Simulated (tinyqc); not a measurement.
From etch rate back to HF added: speciation in dilute and buffered hydrofluoric acid, oxide etch rate and bath loading. Computed by tinyqc, a small Python program. Command: `OMP_NUM_THREADS=1 python tinyqc.py 3120682 3120683 out.jsonl hfetch inv`. One thread of a shared host (Intel(R) Xeon(R) Processor @ 2.30GHz), about 0.01 s of CPU time with the checks.

Concentrations stand for activities, NH4+ and Cl- are spectators, and water ionisation is neglected. H, F and HF2 denote the ions H+, F- and HF2-. The base temperature is 298 K.

Inputs (values chosen for the exercise, of the order of those for thermal oxide at room temperature):

| quantity | value | unit |
|---|---|---|
| NH4F added | 0 | mol/L |
| HCl added | 0 | mol/L |
| K1 = [H][F]/[HF] | 0.000677 | mol/L |
| K2 = [HF2]/([HF][F]) | 3.61 | L/mol |
| K3 = [H2F2]/[HF]^2 | 2.99 | L/mol |
| rate constant of neutral HF k_a | 15 | nm L/(min mol) |
| rate constant of HF2 k_b | 47 | nm L/(min mol) |
| activation energy | 0.38 | eV |
| temperature error | 1.6 | K |
| oxide removed per wafer | 9.5 | nm |

Constants: k_B = 8.617333262e-05 eV/K.

Method:
- Fluoride balance: [HF] + [F] + 2 [HF2] + 2 [H2F2] = HF added + NH4F added. Acid balance: [H] + [HF] + [HF2] + 2 [H2F2] = HF added + HCl added. For a trial [H], [HF] = [H][F]/K1, and the fluoride balance is a quadratic in [F].
- The root is refined to 1e-13 in pH = -log10 [H].
- Rate = k_a ([HF] + 2 [H2F2]) + k_b [HF2], an empirical two-term form.
- Time = oxide/rate; a temperature error changes the rate by exp((E_a/k_B)(1/298 - 1/(298 + error))) - 1.

Problem. A run gave the result below. Find the HF added, known to lie between 0.041 and 0.084 mol/L.

etch rate = 0.6038555 nm/min

Solution.

Each step takes the trial c = (a f_b - b f_a)/(f_b - f_a), f being the result less the target and a, b, c the logarithms of the listed values; c replaces end b, the old b replaces a if the sign of f changed, and otherwise f_a is halved.

Scan of the range:

| HF added (mol/L) | etch rate (nm/min) |
|---|---|
| 0.0410 | 0.55851 |
| 0.0462 | 0.63464 |
| 0.0521 | 0.72140 |
| 0.0587 | 0.81884 |
| 0.0661 | 0.92848 |
| 0.0745 | 1.05334 |
| 0.0840 | 1.19496 |

False position (Illinois rule, in the logarithm of the input) inside the bracket:

| step | end a | end b | trial | etch rate (nm/min) |
|---|---|---|---|---|
| 1 | 0.0410000 | 0.0462000 | 0.0440222 | 0.602715 |
| 2 | 0.0462000 | 0.0440222 | 0.0440981 | 0.603828 |
| 3 | 0.0462000 | 0.0440981 | 0.0441018 | 0.603881 |
| 4 | 0.0440981 | 0.0441018 | 0.0441000 | 0.603855 |

Etch rate rises at every point of a 13-point scan of the range (every second point is shown), so one value fits; it is bracketed by 0.0410 and 0.0462. Answer: HF added = 0.04410 mol/L.
